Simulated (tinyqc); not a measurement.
What moves the results: ellipsoidal valleys in the axes of a wafer and a channel. A value that a table varies takes the place of the one given here.

Valleys with axes a along x, y and z, one whole valley each; inverse mass tensor w = 1/mt + (1/ml - 1/mt) a a. Device axes: z = nz/|nz|, x = nx/|nx|, y = z cross x; in them a = (ax, ay, az). Confinement mass mz = 1/w_zz. In the plane w_ij is replaced by u_ij = w_ij - w_iz w_jz/w_zz (i, j = x, y); density-of-states mass md = 1/sqrt(det u); conductivity mass along x mc = 1/u_xx; ballistic transport mass mx = u_yy/det u, width mass my = 1/u_yy.

Hard walls: E_n = c (n pi/t)^2/mz, c = hbar^2/2m0, n = 1, 2, 3. Non-degenerate share of a valley proportional to md sum_n exp(-E_n/kT); mean 1/mc = sum of share/mc. 1 nm = 10 angstrom.

Constants: hbar^2/2m0 = 3.80998211 eV angstrom^2; kB = 8.617333262e-05 eV/K.

Values chosen for the exercise (near those of the X valleys of AlAs; not measured data):
- ml = 1.132 m0 (longitudinal mass)
- mt = 0.195 m0 (transverse mass)
- t = 8.7 nm (thickness of the film)
- T = 300 K (temperature)
- nz = (1, 1, 0) (surface normal (confinement))
- nx = (1, -1, 0) (channel direction)

## Wafer and channel orientation

For each face/channel: the lowest ladder (mz, number of valleys, md, E1, share) and the mean conductivity mass over all valleys.

Results:

| face/channel | mz | valleys | md | E1 (meV) | share | mean mc |
|---|---|---|---|---|---|---|
| (100)/[011] | 1.132 | 1 | 0.195 | 4.4 | 0.453 | 0.2521 |
| (110)/[1-11] | 0.333 | 2 | 0.360 | 14.9 | 0.722 | 0.3342 |
| (111)/[1-10] | 0.269 | 3 | 0.400 | 18.4 | 1.000 | 0.3150 |
| (001)/[100] | 1.132 | 1 | 0.195 | 4.4 | 0.453 | 0.2521 |
| (001)/[110] | 1.132 | 1 | 0.195 | 4.4 | 0.453 | 0.2521 |
| (112)/[11-1] | 0.435 | 1 | 0.315 | 11.4 | 0.394 | 0.3461 |
| (113)/[1-10] | 0.604 | 1 | 0.267 | 8.2 | 0.423 | 0.2628 |

What can be read from the table?

The mean conductivity mass is lowest, 0.2521, for (100)/[011], (001)/[100] and (001)/[110] and highest, 0.3461, for (112)/[11-1]; the bulk value is 0.2693. The confinement energy is lowest on the face with the heaviest mz ((100), 4 meV). The density of states of the lowest ladder, valleys times md, runs between 0.195 and 1.199; a small value limits the charge through the quantum capacitance.

## Thickness of the film

Share of the lowest ladder and mean conductivity mass.

Results:

| t (nm) | lowest E1 (meV) | spread of E1 (meV) | share of the lowest ladder | mean mc |
|---|---|---|---|---|
| 2.0 | 282.6 | 199.5 | 1.000 | 0.6630 |
| 3.0 | 125.6 | 88.7 | 0.979 | 0.6321 |
| 4.0 | 70.6 | 49.9 | 0.913 | 0.5492 |
| 5.0 | 45.2 | 31.9 | 0.841 | 0.4801 |
| 7.0 | 23.1 | 16.3 | 0.753 | 0.4162 |
| 10.0 | 11.3 | 8.0 | 0.710 | 0.3908 |
| 14.0 | 5.8 | 4.1 | 0.688 | 0.3791 |

What does this show, and why?

The spread falls as 1/t^2 and passes kT = 25.9 meV between t = 5 and 7 nm; the share of the lowest ladder goes from 1.000 to 0.688 and the mean mass goes from 0.6630 to 0.3791, against 0.3684 for equal shares, the limit of a thick film (the bulk value 3/(1/ml + 2/mt) is 0.2693; the two differ since axes are tilted in the x-z plane and in a quantised film no valley carries current across it; once scattering blurs the subbands the bulk value returns). Three subbands a valley become too few once E3 nears kT. In the thinnest rows E1 (283 meV) is beyond the parabolic range.

## What each parameter does

Lowest E1, its share and the mean conductivity mass. Each row changes one parameter from the base and keeps the others.

Results:

| case | lowest E1 (meV) | share | mean mc (m0) |
|---|---|---|---|
| base | 14.93 | 0.7219 | 0.3978 |
| ml = 1.019 m0 | 15.18 | 0.7207 | 0.3817 |
| mt = 0.215 m0 | 13.75 | 0.7161 | 0.4195 |
| t = 7.83 nm | 18.44 | 0.7346 | 0.4052 |
| T = 270 K | 14.93 | 0.7278 | 0.4012 |

What does this show?

The largest shifts from the base row, up to three for each result and ties (the steps differ in size, so this ranks the rows, not the parameters). lowest E1 (meV): t +3.50, mt -1.18, ml +0.24; unchanged at the printed digits by T. share: t +0.0127, T +0.0059, mt -0.0058. mean mc (m0): mt +0.0217, ml -0.0160, t +0.0074.

Run: tinyqc, `OMP_NUM_THREADS=1 python tinyqc.py 1881232 1881233 out.jsonl`; Intel(R) Xeon(R) Processor @ 2.30GHz, one thread, shared host; about 0.01 s of CPU time with all checks.
